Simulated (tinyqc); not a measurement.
Inside a calculation. Model: out-diffusion of a doped substrate or buried layer into a growing epitaxial film. Computed by tinyqc, a small Python program that keeps every step. Command: `OMP_NUM_THREADS=1 python tinyqc.py 3008901 3008902 out.jsonl buried walk`. One thread of a shared host (Intel(R) Xeon(R) Processor @ 2.30GHz), about 0.01 s of CPU time with the checks. Intermediate numbers are printed to about 7 digits and carried at full precision; extremes and crossings named in words are read from the listed rows.

x is counted from the original substrate surface into the film, whose surface moves as x = v t. Substrate dopant has one diffusivity; the dopant of the film is taken as uniform.

Inputs (values chosen for the exercise, modelled on arsenic in silicon):
```
quantity,value,unit
prefactor D0,8.23,cm^2/s
activation energy E,3.95,eV
substrate concentration C_s,1.7e+19,1/cm^3
film doping C_e,4.6e+14,1/cm^3
growth rate v,3,um/min
film thickness d,0.77,um
growth temperature T,1150,C
"autodoping level at the start, as a share of C_s",7e-05,-
decay length of autodoping,0.45,um
later thermal budget (Dt)2,1.3e-10,cm^2
```

Film doping: opposite type.

Constants: k_B = 8.617333262e-05 eV/K.

## Scales

D = D0 exp(-E/(k_B T)); growth time t = d/v; l = 2 sqrt(D t); growth number G = v t/l = d/l; 1 um = 1e-4 cm. Temperatures in kelvin are T(C) + 273.15.

diffusivity D = 8.459183e-14 cm^2/s

growth time t = 0.2566667 min

length l = 0.02282730 um

growth number G = 33.73154

The surface outruns diffusion, so the film acts as an infinite medium.

## Moving boundary against the simple erfc

For a surface that grows from dopant-free material and loses none by evaporation, with u = x/l and s = G - u: C/C_s = (1/2) [erfc(u) + (1 + 4 G (G + s)) exp(4 G s) erfc(G + s) - (4G/sqrt(pi)) exp(-u^2)]; for large G it tends to (1/2) erfc(u). Early in the growth G = sqrt(v x_s/(4 D)) for the thickness x_s reached so far; rows give C at the interface (u = 0) and at the surface (u = G).

The first stage of growth:
```
G,C/C_s at the interface,C at the surface (1/cm^3),simple erfc there (1/cm^3),ratio,thickness x_s (nm)
0.10,0.8240326,1.349074e+19,7.544065e+18,1.788258,6.767346e-03
0.25,0.6796730,9.335198e+18,6.151226e+18,1.517616,4.229592e-02
0.50,0.5771858,4.757601e+18,4.075751e+18,1.167294,1.691837e-01
0.75,0.5380755,2.237132e+18,2.455177e+18,0.911189,3.806632e-01
1.00,0.5209014,9.654321e+17,1.337043e+18,0.722065,6.767346e-01
1.50,0.5079422,1.364464e+17,2.881063e+17,0.473598,1.522653e+00
2.00,0.5037327,1.301595e+16,3.976075e+16,0.327357,2.706939e+00
2.50,0.5020203,8.184082e+14,3.459092e+15,0.236596,4.229592e+00
3.00,0.5012072,3.332488e+13,1.877692e+14,0.177478,6.090612e+00
```

At the interface the value falls from 0.824 towards 1/2 as G grows; among these rows it is within 1 % of 1/2 from G = 2 on. At the surface the ratio to the simple erfc goes from 1.788 to 0.177: a fixed wall would double the value, while fresh undoped material dilutes a fast-moving surface. The surface value drops below C_e = 4.6e14 by the row at 6.09 nm; the finished film has G = 33.7. Caution: rows with a thickness or a length l = x_s/G below about 1 nm are formal for a continuum model.

## Transition width

After growth and the later budget: l2 = 2 sqrt(D t + (Dt)2); C(x) = (C_s/2) erfc(x/l2) + share x C_s exp(-x/decay length) for x > 0 (autodoping taken as unchanged by the later budget). The transition x_t solves C(x) = C_e, the metallurgical junction. Usable film = d - x_t. Also give x_t for the erfc term alone, after growth and after the later budget.

length l2 = 0.2291748 um

x_t after growth, erfc alone = 0.06516409 um

x_t after the later budget, erfc alone = 0.6542151 um

x_t with autodoping = 0.6851540 um

usable film = 0.08484603 um

Solid-state diffusion sets the transition. The later budget is 100 times that of the growth. Caution: the transition comes within a diffusion length of the surface, so the surface matters and the simple erfc is rough. Caution: the substrate doping is comparable to or above the intrinsic density at growth temperature, so the diffusivity may be higher on that side.

## Profile in the film

Positions are 0.05, 0.2, 0.4, 0.6, 0.8, 1, 1.25 and 1.5 of x_t with autodoping (any beyond the film thickness are formal); net doping = |C - C_e|.

Concentrations (1/cm^3):
```
x/x_t,x (um),diffusion,autodoping,net doping
0.05,0.034258,7.076884e+18,1.102770e+15,7.077527e+18
0.20,0.137031,3.381083e+18,8.776042e+14,3.381501e+18
0.40,0.274062,7.717797e+17,6.472178e+14,7.719669e+17
0.60,0.411092,9.508808e+16,4.773118e+14,9.510539e+16
0.80,0.548123,6.107478e+15,3.520091e+14,5.999487e+15
1.00,0.685154,2.003994e+14,2.596006e+14,0
1.25,0.856442,1.068395e+12,1.774170e+14,2.815146e+14
1.50,1.027731,1.927565e+09,1.212509e+14,3.387472e+14
```

Checks made by the program: conservation of dopant by the moving-boundary solution (relative difference below 1e-10).
